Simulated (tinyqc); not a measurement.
A longer run and its error bar: q-state Potts model on a small periodic square lattice: enumeration, Metropolis, heat-bath and Wolff steps. Computed by tinyqc, a small Python program. Command: `OMP_NUM_THREADS=1 python tinyqc.py 3111203 3111204 out.jsonl potts walk`. One thread of a shared host (Intel(R) Xeon(R) Processor @ 2.30GHz), about 0.1 s of CPU time with the checks.

E = -J x (number of nearest-neighbour bonds with equal states); n x n sites with periodic edges have 2 n^2 bonds. Order parameter m = (q f - 1)/(q - 1), f being the largest share of one state. Sites are numbered row by row from 0. Here q = 3 and n = 3.

Inputs (values chosen for the exercise, for a model of domains or grain orientations):
```
quantity             value  unit
number of states q       3     -
edge n                   3     -
coupling J              47   meV
temperature T          503     K
seed                564278     -
```

Update: heat bath.

Constants: k_B = 8.617333262e-05 eV/K.

Method:
- K = J/(k_B T); the infinite square lattice orders at K_c = ln(1 + sqrt(q)); Wolff bond probability p = 1 - exp(-K).
- All q^(n^2) states are counted by their number b of equal bonds; weights g(b) exp(K b), K = J/(k_B T). Per site: u = -J <b>/n^2, c/k_B = K^2 (<b^2> - <b>^2)/n^2.
- ln Z = ln sum g(b) exp(K b); entropy per site s/k_B = (ln Z - K <b>)/n^2.
- After 400 updates are discarded, b is recorded for 4000 sweeps of n^2 steps of the update named (random numbers not printed, so these rows are one sample). Records are averaged in blocks; the error is the scatter of block means over sqrt(number of blocks), and the last column its square over that for single records.

start states:
```
   1  2  3
1  2  1  2
2  2  1  1
3  1  1  0
```

K = 1.08432

<b> = 16.3872

Blocking:
```
block length   mean b     error  variance ratio
1             16.3525  0.044165          1.0000
4             16.3525  0.069449          2.4727
16            16.3525  0.089740          4.1287
40            16.3525  0.089619          4.1176
100           16.3525  0.095048          4.6316
```

What follows from these numbers?

The run gives 16.352 +/- 0.090 (blocks of 40) against the exact 16.387, a difference of 0.4 error bars. Single records understate the error by a factor of about 2.0, because successive records are correlated.

Extremes, crossings and ranges named in words are read from the listed rows.
